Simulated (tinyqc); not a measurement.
Kinetics of strain relaxation and threading dislocations in mismatched semiconductor layers: one step, computed by the program tinyqc. Command: `OMP_NUM_THREADS=1 python tinyqc.py 3008208 3008209 out.jsonl threading walk`. One thread of a shared host (Intel(R) Xeon(R) Processor @ 2.30GHz), about 0.01 s of CPU time with the checks.

60-degree dislocations on {111} planes of a (001) layer, isotropic elasticity. The Schmid factor is 1/sqrt(6), and a misfit segment relieves strain with b/2.

Question. Excess stress and glide velocity at the start. Excess resolved stress tau = (1/sqrt 6) [2 G (1 + nu)/(1 - nu)] (e - e_eq), e_eq = b (1 - nu/4) [ln(h/b) + 1]/(4 pi (1 + nu) h), the Matthews-Blakeslee strain of an uncapped layer; glide velocity v = v0 tau exp(-Q/(k_B T)), tau in MPa.

Inputs (values chosen for the exercise, for a model layer):

| quantity | value | unit |
|---|---|---|
| misfit f | 0.00604 | - |
| shear modulus G | 65 | GPa |
| Poisson ratio nu | 0.27 | - |
| Burgers vector b | 3.88 | angstrom |
| glide activation energy Q | 1.89 | eV |
| velocity prefactor v0 | 30000 | m/s per MPa |
| layer thickness h | 93 | nm |
| anneal temperature T | 706 | K |

Constants: k_B = 8.617333262e-05 eV/K.

Give: equilibrium strain e_eq; excess stress tau; mobility v/tau; initial velocity.

Answer.

equilibrium strain e_eq = 0.001579

excess stress tau = 411.8 MPa

mobility v/tau = 9.669e-10 m/s per MPa

initial velocity = 0.3982 micrometre/s
